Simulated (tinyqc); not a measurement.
From results back to parameters: two-band k.p model of the Delta valleys near the X point under shear strain. Two cases, with inputs chosen for the exercise.

Problem. Under a shear strain exy (|eta| < 1) the valley on the [001] axis has ml(eta) = ml/(1 - eta^2), 1/m[110] = 1/mt + eta/Mp and 1/m[1-10] = 1/mt - eta/Mp with Mp > 0, eta = D exy/Delta, Delta = 2 c k0^2/ml, k0 = kx0 2 pi/a, c = hbar^2/2m0.

Constants: hbar^2/2m0 = 3.80998211 eV angstrom^2.

Case 1.

Values chosen (near those of Si; the results hold for these values, not for the real material): a = 5.421 angstrom (lattice constant); ml = 0.899 m0 (longitudinal mass); kx0 = 0.148 2 pi/a (distance of the minimum from X); exy = 0.0098 (shear strain).

m[110], m[1-10], ml(eta) (m0): 0.13931061  0.33623844  1.21637346

Case 2.

Values chosen (near those of Si; the results hold for these values, not for the real material): a = 5.444 angstrom (lattice constant); ml = 0.895 m0 (longitudinal mass); kx0 = 0.149 2 pi/a (distance of the minimum from X); exy = 0.0087 (shear strain).

m[110], m[1-10], ml(eta) (m0): 0.13724872  0.33665862  1.24217925

Find: mt; eta; Mp; D.

Solution. The mean of the two inverse transverse masses is 1/mt; eta^2 = 1 - ml/ml(eta), with the sign of 1/m[110] - 1/m[1-10] = 2 eta/Mp, which then gives Mp; D = eta Delta/exy.

Case 1.

mt = 0.197 m0
eta = 0.5108
Mp = 0.243 m0
D = 13.0 eV

Case 2.

mt = 0.195 m0
eta = 0.5287
Mp = 0.245 m0
D = 15.3 eV

Computed by tinyqc, one run a case: `OMP_NUM_THREADS=1 python tinyqc.py N N+1 out.jsonl` with N = 1081191, 1081192; one thread of a shared Intel(R) Xeon(R) Processor @ 2.30GHz, about 0.01 s a run at most.
